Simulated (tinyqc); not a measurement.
Hubbard ring of 3 sites, step by step. One step of it, computed by the program tinyqc.

Question. The many-body Hamiltonian. Basis: all placements (u, d, 2, 0 on each site), up operators ordered before down ones; hops carry the sign of the same-spin electrons passed.

one-body matrix (hopping and site energies) (eV), order 1, 2, 3:
$$\begin{pmatrix}
0.000000 & -1.150000 & -1.150000 \\
-1.150000 & 0.000000 & -1.150000 \\
-1.150000 & -1.150000 & 0.000000
\end{pmatrix}$$

U = 9.200000 eV

electrons, up and down: [2, 1]

Give: H.

Answer.

H (eV):
```
         2u0      u20      uud      20u      udu      u02      duu      02u
2u0   9.2000  -1.1500  -1.1500  -1.1500   0.0000   0.0000   1.1500   0.0000
u20  -1.1500   9.2000  -1.1500   0.0000  -1.1500   0.0000   0.0000   1.1500
uud  -1.1500  -1.1500   0.0000   0.0000   0.0000  -1.1500   0.0000   0.0000
20u  -1.1500   0.0000   0.0000   9.2000  -1.1500  -1.1500  -1.1500   0.0000
udu   0.0000  -1.1500   0.0000  -1.1500   0.0000  -1.1500   0.0000  -1.1500
u02   0.0000   0.0000  -1.1500  -1.1500  -1.1500   9.2000   0.0000   0.0000
duu   1.1500   0.0000   0.0000  -1.1500   0.0000   0.0000   0.0000  -1.1500
02u   0.0000   1.1500   0.0000   0.0000  -1.1500   0.0000  -1.1500   9.2000
0u2   0.0000   0.0000   1.1500   0.0000   0.0000  -1.1500  -1.1500  -1.1500

         0u2
2u0   0.0000
u20   0.0000
uud   1.1500
20u   0.0000
udu   0.0000
u02  -1.1500
duu  -1.1500
02u  -1.1500
0u2   9.2000
```
